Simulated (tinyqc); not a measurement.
AlGaN/GaN HEMT with access regions, lumped model: output curve without and with trapping.

A polarisation-induced electron sheet under a Schottky gate, in series with two ungated access regions and contacts. Drift law v = mu E/(1 + mu E/vs) under the gate. Currents in mA/mm, resistances in ohm mm. No self-heating, no channel-length modulation; fits for polarisation, barrier and offset are chosen for the exercise.

sigma = (5e13 x + 1.6e13 x^2) cm^-2, phiB = 0.84 + 1.3 x, dEc = 0.7 (1.71 x + x^2) in volts, Cb = eps0 eps_r/d, VT = phiB - dEc - q sigma/Cb, access density n0 = -Cb VT/q. Access resistance R(L, n) = L/(q mu n sqrt(1 - (I/(q n vs))^2)); Rs = Rc + R(Ls, n0), Rd = Rc + R(Ld, (1 - ft) n0). Vg' = Vg - I Rs, Vd' = Vd - I (Rs + Rd); with u = Vg' - VT, Vc = vs Lg/mu and w the smaller of Vd' and Vc [sqrt(1 + 2 u/Vc) - 1] (0 if negative), the channel gives (mu Cb/Lg)(u w - w^2/2)/(1 + w/Vc). I equals that channel current. The two columns take ft = 0 and ft = 0.3; collapse = 1 - (second)/(first).

Values chosen for this exercise; values close to those of AlGaN/GaN structures:
```
symbol,value,unit,meaning
x,0.23,,aluminium share of the barrier
d,15,nm,barrier thickness
eps_r,9.4,,relative permittivity of barrier and channel
mu,2000,cm^2/(V s),channel mobility
vs,1.4e7,cm/s,saturation velocity
Lg,0.15,um,gate length
Ls,1,um,source access length
Ld,1.5,um,drain access length
Rc,0.26,ohm mm,resistance of each contact
Vg,-0.5,V,gate voltage
```

Constants: q = 1.602176634e-19 C, eps0 = 8.8541878128e-14 F/cm where lengths are in cm. Results are converted to the units shown.

Output curve without and with trapping:

| Vd (V) | I, ft = 0 (mA/mm) | I, ft = 0.3 (mA/mm) | collapse (%) |
|---|---|---|---|
| 0.25 | 176.5 | 153.5 | 13.00 |
| 0.5 | 347.2 | 302.3 | 12.95 |
| 1 | 655.0 | 572.7 | 12.56 |
| 2 | 911.3 | 905.8 | 0.61 |
| 3 | 911.3 | 911.3 | 0.00 |
| 4 | 911.3 | 911.3 | 0.00 |
| 6 | 911.3 | 911.3 | 0.00 |
| 8 | 911.3 | 911.3 | 0.00 |
| 12 | 911.3 | 911.3 | 0.00 |

Without trapping the current rises from 176 to 911 mA/mm and first comes within 2 % of its last value at Vd = 2 V among the rows; with trapping that knee lies at 2 V. The collapse is 13 % in the first row, at most 13 % and 0 % in the last: once the gated channel saturates, the drain access only takes spare voltage. For Vd = 6 to 12 V the power passes 5 W/mm, where self-heating, left out here, lowers the current.

Program tinyqc, `OMP_NUM_THREADS=1 python tinyqc.py 2570020 2570021 out.jsonl`; Intel Xeon 2.30GHz, shared host, one thread, about 0.01 s.
